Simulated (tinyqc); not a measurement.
# On-chip interconnect, size-dependent resistivity and RC delay: two studies

A rectangular line between two neighbours and two ground planes. Surface and grain-boundary scattering are added to the bulk resistivity as corrections; capacitances are parallel-plate values without fringing; inductance is ignored.

Parameters, values chosen for the exercise; metal values close to those of aluminium:
- rho0 = 2.59 uohm cm (bulk resistivity)
- lam = 18.6 nm (bulk mean free path)
- ps = 0 (specular share of surface scattering)
- Rg = 0.47 (reflection coefficient of grain boundaries)
- gr = 1 (grain size over the metal width)
- wd = 48 nm (drawn line width)
- AR = 1.6 (aspect ratio, height over width)
- tl = 1.8 nm (liner on both walls and the bottom, not conducting)
- sp = 48 nm (space to the neighbouring lines)
- hd = 81 nm (dielectric height to the planes above and below)
- ek = 3 (relative permittivity of the dielectric)
- Mf = 1 (Miller factor of the neighbours)
- Lw = 140 um (line length)
- Rd = 15000 ohm (driver resistance)
- Cl = 0.15 fF (load capacitance)
- rho2 = 1.72 uohm cm (bulk resistivity of the second metal (close to copper))
- lam2 = 38.9 nm (mean free path of the second metal)
- tl2 = 1.5 nm (liner of the second metal)

Constants: eps0 = 8.8541878128e-12 F/m. Results are converted to the units shown.

Each table varies one quantity; the others keep the values above.

## Delay against the liner thickness

Metal width x = wd - 2 tl, height y = AR wd - tl; grain boundaries (Mayadas-Shatzkes): al = (lam/(gr x)) Rg/(1 - Rg), g = 1/[1 - 3 al/2 + 3 al^2 - 3 al^3 ln(1 + 1/al)] - 1; surfaces (Fuchs-Sondheimer, thick limit): s = (3/8) lam (1 - ps)(1/x + 1/y); rho = rho0 (1 + g + s); r = rho/(x y); c = eps0 ek (2 wd/hd + 2 Mf AR wd/sp). Elmore delay tE = Rd (c Lw + Cl) + r Lw (c Lw/2 + Cl); t50 is the time at which the far end of a ladder of 30 pi sections (half capacitances at both ends, Cl at the far end, a step applied through Rd) reaches half the step; line share r Lw/(Rd + r Lw); estimate 0.69 Rd (c Lw + Cl) + 0.38 r c Lw^2 + 0.69 r Lw Cl.

The same in every row: c (fF/um) = 0.1165.

Delay against the liner thickness:

| tl (nm) | rho (uohm cm) | r (ohm/um) | tE (ps) | t50 (ps) | estimate (ps) | line share of the resistance (%) |
|---|---|---|---|---|---|---|
| 0 | 4.461 | 12.10 | 260.9 | 182.3 | 181.0 | 10.15 |
| 0.6 | 4.504 | 12.63 | 261.5 | 182.8 | 181.5 | 10.54 |
| 1.1 | 4.541 | 13.10 | 262.1 | 183.2 | 181.9 | 10.89 |
| 1.7 | 4.588 | 13.70 | 262.8 | 183.8 | 182.4 | 11.34 |
| 2.3 | 4.638 | 14.34 | 263.5 | 184.4 | 183.0 | 11.81 |
| 2.9 | 4.690 | 15.04 | 264.3 | 185.0 | 183.6 | 12.31 |
| 3.4 | 4.736 | 15.66 | 265.1 | 185.6 | 184.1 | 12.75 |
| 4 | 4.794 | 16.46 | 266.0 | 186.3 | 184.9 | 13.32 |

What does the comparison show?

As tl goes from 0 to 4, r rises from 12.1 to 16.5 ohm/um, c stays at 0.116 fF/um and t50 rises from 182 to 186 ps. t50/tE lies between 0.699 and 0.700, and the estimate is within 0.79 % of t50.

## Two metals against line width

Metal width x = wd - 2 tl, height y = AR wd - tl; grain boundaries (Mayadas-Shatzkes): al = (lam/(gr x)) Rg/(1 - Rg), g = 1/[1 - 3 al/2 + 3 al^2 - 3 al^3 ln(1 + 1/al)] - 1; surfaces (Fuchs-Sondheimer, thick limit): s = (3/8) lam (1 - ps)(1/x + 1/y); rho = rho0 (1 + g + s); r = rho/(x y). The second metal has rho2, lam2 and tl2 in place of rho0, lam and tl; ps, Rg, gr and AR are shared.

Results:

| wd (nm) | rho, first (uohm cm) | rho, second (uohm cm) | r, first (ohm/um) | r, second (ohm/um) | ratio second/first |
|---|---|---|---|---|---|
| 6.5 | 30.720 | 34.420 | 12317 | 11050 | 0.89708 |
| 8 | 21.435 | 24.887 | 4428.8 | 4404.8 | 0.99460 |
| 10 | 15.729 | 18.440 | 1730.7 | 1816.7 | 1.0497 |
| 13 | 11.656 | 13.540 | 652.63 | 701.55 | 1.0750 |
| 17 | 9.0227 | 10.234 | 265.09 | 284.44 | 1.0730 |
| 22 | 7.3194 | 8.0383 | 119.10 | 125.54 | 1.0541 |
| 30 | 5.9199 | 6.2011 | 48.536 | 49.391 | 1.0176 |
| 45 | 4.7383 | 4.6284 | 16.304 | 15.631 | 0.95876 |
| 120 | 3.3711 | 2.7867 | 1.5227 | 1.2503 | 0.82111 |

Estimate the missing row, wd = 70 nm.

Computed row:

| wd (nm) | rho, first (uohm cm) | rho, second (uohm cm) | r, first (ohm/um) | r, second (ohm/um) | ratio second/first |
|---|---|---|---|---|---|
| 70 | 3.9442 | 3.5615 | 5.3903 | 4.8106 | 0.89245 |

With this row back in the table: The resistivity of the first metal falls from 30.7 to 3.37 uohm cm and that of the second goes from 34.4 to 2.79 uohm cm as the line widens. The products rho0 lam, which set the size effect, are 48.2 and 66.9 uohm cm nm. For widths well under the mean free path the thick-limit surface term is only a guide.

Program tinyqc, `OMP_NUM_THREADS=1 python tinyqc.py 2100106 2100107 out.jsonl`; Intel Xeon 2.30GHz, shared host, one thread, about 0.01 s.
